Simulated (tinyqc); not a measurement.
What moves the results: standing waves and exposure in a photoresist film. A value that a table varies takes the place of the one given here.

Normal incidence from air. Unexposed resist: N1 = n1 + i k1 with k1 = (A + B) lam/(4 pi), lam in micrometres. r01 = (1 - N1)/(1 + N1), t01 = 2/(1 + N1). Below the resist lie the layer Na = na + i ka and the substrate Ns = ns + i ks: r12 = (r1a + ras x)/(1 + r1a ras x), x = exp(4 pi i Na da/lam), r1a = (N1 - Na)/(N1 + Na), ras = (Na - Ns)/(Na + Ns). With p = exp(2 pi i N1 d/lam), the field at depth z is E(z) = t01 [exp(2 pi i N1 z/lam) + r12 p^2 exp(-2 pi i N1 z/lam)]/(1 + r01 r12 p^2), the relative intensity I(z) = n1 |E(z)|^2 and the reflectance R = |(r01 + r12 p^2)/(1 + r01 r12 p^2)|^2.

Values chosen for the exercise (a resist on W, indices near tabulated ones; shifted at random, so the results belong to these values and not to a real crystal):
- lam = 365 nm (vacuum wavelength)
- n1 = 1.702 (resist index)
- A = 0.38 1/micrometre (bleachable absorption (Dill A))
- B = 0.03 1/micrometre (fixed absorption (Dill B))
- d = 744 nm (resist thickness)
- ns = 3.354 (substrate n)
- ks = 2.335 (substrate k)
- na = 1.77 (n of the bottom antireflection layer)
- ka = 0.322 (its k)
- da = 43 nm (its thickness)

## Swing of the coupled dose with resist thickness

The mean of I is taken over 800 depths; the relative dose to clear is taken as 1/(mean of I over the lowest period, 60 depths), scaled to 1 in the first row.

Swing:
```
d (nm)       R  mean I  relative dose
744.0   0.0383  0.9107          1.000
761.9   0.0074  0.9421          0.979
779.7   0.0800  0.8733          1.067
797.6   0.1650  0.7876          1.184
815.5   0.1859  0.7596          1.221
833.4   0.1295  0.8052          1.149
851.2   0.0380  0.8874          1.048
869.1   0.0083  0.9158          1.028
887.0   0.0782  0.8508          1.117
904.8   0.1595  0.7712          1.234
922.7   0.1799  0.7453          1.271
940.6   0.1255  0.7884          1.199
958.5   0.0374  0.8653          1.099
```

How do the results move?

The period is 107.2 nm, six rows. The relative dose swings between 0.979 and 1.271, a ratio (max - min)/mean of 0.260, against the estimate 4 sqrt(|r01|^2 |r12|^2) exp(-(A + B) d) = 0.210 for the oscillating part alone; the ratio from the table also holds the slow rise from absorption, 9.9 % over two periods, so the two are not strictly comparable. The dose is least sensitive to thickness at an extremum; the lowest dose listed is at 761.9 nm.

## Tuning the antireflection layer

da takes the values listed; the contrast is (Imax - Imin)/(Imax + Imin) over the lowest period of the resist (60 depths).

Results:
```
da (nm)  |r12|^2  contrast
0         0.2615     0.790
10        0.2481     0.779
20        0.2075     0.736
30        0.1490     0.654
40        0.0902     0.535
50        0.0454     0.405
60        0.0204     0.283
75        0.0159     0.255
90        0.0326     0.354
110       0.0479     0.398
140       0.0200     0.262
```

How do the results move?

|r12|^2 starts at 0.2615 and is lowest, 0.0159, at 75 nm of those listed, where the contrast is 0.255 against 0.790. The contrast follows 2|r|/(1 + |r|^2), so even |r12|^2 = 0.01 leaves about 0.2. No listed thickness brings |r12|^2 below 0.01.

## What moves the exposure

The mean of I is over 800 depths. Each row changes one parameter from the base and keeps the others.

Results:
```
case                   |r12|^2       R  mean I  I at the bottom
base                    0.0749  0.0383  0.9107           1.1681
d = 754 nm              0.0749  0.0066  0.9417           1.1994
n1 = 1.719              0.0772  0.0117  0.9410           1.2096
B = 0.23 1/micrometre   0.0745  0.0376  0.8351           0.9966
ks = 2.102              0.0686  0.0411  0.9010           1.1334
da = 53 nm              0.0358  0.0171  0.8846           1.0393
ka = 0.419              0.0597  0.0529  0.8805           1.0552
```

What does this show?

The largest shifts from the base row, up to three for each result and ties (the steps differ in size, so this ranks the rows, not the parameters). |r12|^2: da -0.0391, ka -0.0152, ks -0.0062; unchanged at the printed digits by d. R: d -0.0317, n1 -0.0266, da -0.0212. mean I: B -0.0756, d +0.0311, n1 +0.0304. I at the bottom: B -0.1716, da -0.1288, ka -0.1129.

Program tinyqc; command `OMP_NUM_THREADS=1 python tinyqc.py 1651049 1651050 out.jsonl`; about 0.01 s on one thread of a shared Intel(R) Xeon(R) Processor @ 2.30GHz.
